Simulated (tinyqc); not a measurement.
Effective-mass impurity with a central-cell term, in a basis of Slater functions: one step, computed by the program tinyqc. Command: `OMP_NUM_THREADS=1 python tinyqc.py 3016645 3016646 out.jsonl centralcell walk`. One thread of a shared host (Intel(R) Xeon(R) Processor @ 2.30GHz), about 0.01 s of CPU time with the checks.

The envelope obeys H = -nabla^2 - (2/r) [Z + A exp(-kappa r)] in effective units, with kappa = a*/lambda; positive A deepens the well near the core.

Problem. Matrices over the s basis. zeta_i = zeta_1 beta^(i-1), i = 1..n. For s functions exp(-zeta r), with s = zeta_i + zeta_j: S = 2/s^3, T = zeta_i zeta_j S, V = -2 Z/s^2, W = -2 A/(s + kappa)^2; each function is normalised by dividing by sqrt(S_ii S_jj).

Inputs (values chosen for the exercise, for a model semiconductor): charge Z of the core = 1; central-cell strength A = 6.2; basis size n = 5; smallest exponent zeta_1 = 0.42 1/a*; ratio beta of exponents = 2.4.

Impurity: acceptor, one isotropic band.

kappa = 13.90285 1/a*

Give: exponents; overlap S; kinetic T; Coulomb V; central cell W.

Solution.

exponents (1/a*): [0.42, 1.008, 2.4192, 5.80608, 13.93]

overlap S:
$$\begin{pmatrix}
1.000 & 0.757 & 0.358 & 0.126 & 0.038 \\
0.757 & 1.000 & 0.757 & 0.358 & 0.126 \\
0.358 & 0.757 & 1.000 & 0.757 & 0.358 \\
0.126 & 0.358 & 0.757 & 1.000 & 0.757 \\
0.038 & 0.126 & 0.358 & 0.757 & 1.000
\end{pmatrix}$$

kinetic T (Ry*):
$$\begin{pmatrix}
0.1764 & 0.3204 & 0.3638 & 0.3078 & 0.2241 \\
0.3204 & 1.016064 & 1.845 & 2.095 & 1.773 \\
0.3638 & 1.845 & 5.853 & 10.63 & 12.07 \\
0.3078 & 2.095 & 10.63 & 33.71 & 61.23 \\
0.2241 & 1.773 & 12.07 & 61.23 & 194.2
\end{pmatrix}$$

Coulomb V (Ry*):
$$\begin{pmatrix}
-0.84 & -1.081 & -1.016 & -0.7859 & -0.5497 \\
-1.081 & -2.016 & -2.594 & -2.439 & -1.886 \\
-1.016 & -2.594 & -4.8384 & -6.225 & -5.855 \\
-0.7859 & -2.439 & -6.225 & -11.61216 & -14.94 \\
-0.5497 & -1.886 & -5.855 & -14.94 & -27.87
\end{pmatrix}$$

central cell W (Ry*):
$$\begin{pmatrix}
-0.01691 & -0.05813 & -0.1812 & -0.4662 & -0.8795 \\
-0.05813 & -0.2005 & -0.6289 & -1.636 & -3.138 \\
-0.1812 & -0.6289 & -1.999 & -5.332 & -10.60 \\
-0.4662 & -1.636 & -5.332 & -14.91 & -31.89 \\
-0.8795 & -3.138 & -10.60 & -31.89 & -76.91
\end{pmatrix}$$
